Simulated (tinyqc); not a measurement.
# Counting rate against photon rate

True rate n = nph PDP (dark counts neglected); measured n/(1 + n td) for a non-paralysable detector, n exp(-n td) for a paralysable one.

Inputs (values chosen for the exercise):
- td = 10 ns (dead time)

PDP = 0.51

Results:
```
nph (1/s),n td,non-paralysable (1/s),paralysable (1/s)
2e6,0.01020,1.010e6,1.010e6
4.5e6,0.02295,2.244e6,2.243e6
1e7,0.05100,4.853e6,4.846e6
5.5e7,0.2805,2.191e7,2.119e7
1.3e8,0.6630,3.987e7,3.416e7
2.9e8,1.479,5.966e7,3.370e7
6.8e8,3.468,7.762e7,1.081e7
1.6e9,8.160,8.908e7,2.333e5
```

Estimate the missing row, nph = 2.4e7 1/s.

Computed row:
```
nph (1/s),n td,non-paralysable (1/s),paralysable (1/s)
2.4e7,0.1224,1.091e7,1.083e7
```

With this row back in the table: The non-paralysable rate climbs towards 1/td = 1.00e8 1/s and reaches 0.891 of it. The paralysable rate goes from 1.01e6 through a maximum of 3.42e7 (at nph = 1.3e8 1/s among the rows listed) to 2.33e5 1/s; its true maximum, 1/(e td) = 3.68e7 1/s, lies at n td = 1, so a measured rate below that has two possible causes.

Program tinyqc, `OMP_NUM_THREADS=1 python tinyqc.py 2630129 2630130 out.jsonl`; Intel Xeon 2.30GHz, shared host, one thread, about 0.01 s.
